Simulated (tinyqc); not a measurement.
Worked calculation: Luttinger-Kohn k.p, four valence bands. Computed by tinyqc, a small Python program that keeps every step. Settings: g1 = 8.58, g2 = 0.74, g3 = 1.61. Command: `OMP_NUM_THREADS=1 python tinyqc.py 31362 31363 out.jsonl` (the two numbers bound the seeds that draw the settings). One thread of a shared host (Intel(R) Xeon(R) Processor @ 2.60GHz), about 0.01 s of CPU time with the checks.

## Bloch Hamiltonian at k

Luttinger parameters chosen for this model; energies are counted downward from the top of the valence band:
```
parameter     value  unit
g1         8.580000
g2         0.740000
g3         1.610000
```

k point k (1/angstrom): [0.015000, -0.017000, 0.026000]

P = c g1 k^2, Q = c g2 (kx^2 + ky^2 - 2 kz^2), R = c sqrt3 [-g2 (kx^2 - ky^2) + 2i g3 kx ky], S = 2 c sqrt3 g3 (kx - i ky) kz, c = hbar^2/2m = 3.809982 eV angstrom^2; rows [P+Q, -S, R, 0], [-S*, P-Q, 0, R], [R*, 0, P-Q, S], [0, R*, S*, P+Q]. The path ends lie at |k| = 0.05 1/angstrom.

H(k) at k (eV), order 3/2, 1/2, -1/2, -3/2:
$$\begin{pmatrix}
0.036538 & -0.008287-0.009392i & 0.000313-0.005419i & 0.000000 \\
-0.008287+0.009392i & 0.041263 & 0.000000 & 0.000313-0.005419i \\
0.000313+0.005419i & 0.000000 & 0.041263 & 0.008287+0.009392i \\
0.000000 & 0.000313+0.005419i & 0.008287-0.009392i & 0.036538
\end{pmatrix}$$

## Levels at k

Diagonalise the Hermitian matrix.

eigenvalues (eV): [0.025047, 0.025047, 0.052754, 0.052754]

## Bands along a path

The same steps at evenly spaced points between the labelled ones.

Bands along the path (eV):
```
k               band 1    band 2    band 3    band 4
[111]         0.051054  0.051054  0.112394  0.112394
[111]-G 0.33  0.022691  0.022691  0.049953  0.049953
[111]-G 0.67  0.005673  0.005673  0.012488  0.012488
G             0.000000  0.000000  0.000000  0.000000
G-[100] 0.33  0.007514  0.007514  0.010647  0.010647
G-[100] 0.67  0.030057  0.030057  0.042587  0.042587
[100]         0.067627  0.067627  0.095821  0.095821
```

## Hole masses

E = c [g1 k^2 -/+ 2 sqrt(g2^2 k^4 + 3 (g3^2 - g2^2)(kx^2 ky^2 + ky^2 kz^2 + kz^2 kx^2))] with c = hbar^2/2m, and m* = hbar^2 k^2 / (2 E).

Masses (electron masses):
```
direction     heavy     light
[100]      0.140845  0.099404
[110]      0.175596  0.087221
[111]      0.186567  0.084746
```
